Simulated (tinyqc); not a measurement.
Raising U: Hubbard chain of 6 sites, mean field against exact. Computed by the program tinyqc. Collinear unrestricted mean field (the lowest of 40 random starts) against exact diagonalisation.

one-body matrix (hopping and site energies) (eV):
```
         1        2        3        4        5        6
1   0.0000  -1.6300   0.0000   0.0000   0.0000   0.0000
2  -1.6300   0.0000  -1.6300   0.0000   0.0000   0.0000
3   0.0000  -1.6300   0.0000  -1.6300   0.0000   0.0000
4   0.0000   0.0000  -1.6300   0.0000  -1.6300   0.0000
5   0.0000   0.0000   0.0000  -1.6300   0.0000  -1.6300
6   0.0000   0.0000   0.0000   0.0000  -1.6300   0.0000
```

electrons, up and down: 3  2

Exact and mean-field results (eV):
```
U          U/t   E exact  E mean field  mean |n_up - n_down|  double occupancy, exact  first gap in the sector
0.810    0.497  -9.89595      -9.85876                 0.167                    0.150                    1.281
1.630    1.000  -9.20004      -9.05196                 0.169                    0.133                    1.221
3.260    2.000  -8.04850      -7.50396                 0.257                    0.103                    1.074
4.890    3.000  -7.16557      -6.16642                 0.421                    0.078                    0.931
6.520    4.000  -6.49451      -5.19022                 0.569                    0.060                    0.807
9.780    6.000  -5.58471      -4.05716                 0.711                    0.036                    0.621
13.040   8.000  -5.02074      -3.56498                 0.794                    0.023                    0.497
19.560  12.000  -4.38223      -3.18673                 0.823                    0.011                    0.350
32.600  20.000  -3.82456      -2.96629                 0.830                 4.41e-03                    0.217
```

What does the comparison show, and why?

In absolute terms mean field is worst at U/t = 6.0, 1.528 eV too high: at small U it is nearly exact, and at large U it still misses the motion of the hole through a fluctuating spin background. Relative to the exact energy its error is 0.4 % at the smallest U, 29 % at most and 22 % at the largest. The double occupancy falls from 0.150 to 0.004.
